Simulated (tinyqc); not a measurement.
Hopping conduction between localised states: one step, computed by the program tinyqc. Command: `OMP_NUM_THREADS=1 python tinyqc.py 3008302 3008303 out.jsonl hop walk`. One thread of a shared host (Intel(R) Xeon(R) Processor @ 2.30GHz), about 0.01 s of CPU time with the checks.

Energies are counted from the Fermi level. A small network shows the mechanism; the laws of an infinite system follow.

Problem. Kirchhoff solution. Site 1 is held at potential 1 and site 8 at 0; Kirchhoff's law sum_j G_ij (u_i - u_j) = 0 fixes the others; G = sum_j G_1j (1 - u_j). G_ij = G_0 exp(-s_ij).

Inputs (values chosen for the exercise, for a model impurity band): conductance scale G_0 = 1 microsiemens; temperature T = 42 K.

Dimension: 3D.

s_ij, lower triangle (symmetric):
```
          1         2         3         4         5         6        7        8
1   0.00000
2   4.75245   0.00000
3   8.72988   8.53153   0.00000
4   5.61701   5.94476   6.90818   0.00000
5  11.19214  11.00807   7.82260   7.19918   0.00000
6  14.81696  12.38529  15.18288  10.48977  11.29250   0.00000
7  12.20814  12.42516  11.11840   7.13144   8.12657  10.18113  0.00000
8  12.73431  12.87147  13.11754   7.65895   9.62292   9.53333  4.47500  0.00000
```

Give: potentials; conductance G; -ln(G/G_0).

Solution.

potentials: 1.000  0.949  0.787  0.799  0.622  0.239  0.068  0.000

conductance G = 0.001216 microsiemens

-ln(G/G_0) = 6.712
